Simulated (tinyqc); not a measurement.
What each parameter does: conduction-band anticrossing with a localised impurity level.

Host conduction band EM(k) = Eg - al x + c k^2/mM, c = hbar^2/2m0, coupled to a flat level EI by V = C sqrt(x): H = [[EM, V], [V, EI]], E+/- = (EM + EI)/2 +/- sqrt((EM - EI)^2/4 + V^2). The host weight of a state at E is f = 1/(1 + V^2/(E - EI)^2), and its mass at k = 0 is mM/f. The gap is E-(0), the valence top staying at 0.

Constants: hbar^2/2m0 = 3.80998211 eV angstrom^2.

Values chosen for the exercise (host near InP; not measured data):

| symbol | value | unit | meaning |
|---|---|---|---|
| Eg | 1.433 | eV | gap at Gamma to the s-like level |
| mM | 0.0782 | m0 | mass of the host band |
| EI | 1.639 | eV | impurity level, from the valence top of the host |
| C | 2.23 | eV | coupling |
| al | 0.4 | eV | linear shift of the host edge |
| x | 0.032 |  | impurity fraction |

At k = 0.

Results for these values:

| case | E- (eV) | E+ (eV) | gap (eV) | mass (m0) |
|---|---|---|---|---|
| base | 1.1160 | 1.9432 | 1.1160 | 0.1237 |

What happens to each result for C = 2.5645 eV, all else kept?

Answer: E- falls from 1.1160 to 1.0580; E+ rises from 1.9432 to 2.0012; gap falls from 1.1160 to 1.0580; mass rises from 0.1237 to 0.1270.

The same for each parameter in turn:

| case | E- (eV) | E+ (eV) | gap (eV) | mass (m0) |
|---|---|---|---|---|
| base | 1.1160 | 1.9432 | 1.1160 | 0.1237 |
| EI = 1.589 eV | 1.0969 | 1.9123 | 1.0969 | 0.1296 |
| al = 0.9 eV | 1.1058 | 1.9374 | 1.1058 | 0.1220 |
| Eg = 1.483 eV | 1.1469 | 1.9623 | 1.1469 | 0.1296 |
| C = 2.5645 eV | 1.0580 | 2.0012 | 1.0580 | 0.1270 |
| x = 0.0272 | 1.1471 | 1.9140 | 1.1471 | 0.1219 |
| mM = 0.06647 m0 | 1.1160 | 1.9432 | 1.1160 | 0.1051 |

(tinyqc, `OMP_NUM_THREADS=1 python tinyqc.py 1051154 1051155 out.jsonl`, Intel(R) Xeon(R) Processor @ 2.30GHz, 1 thread, shared host, about 0.01 s.)
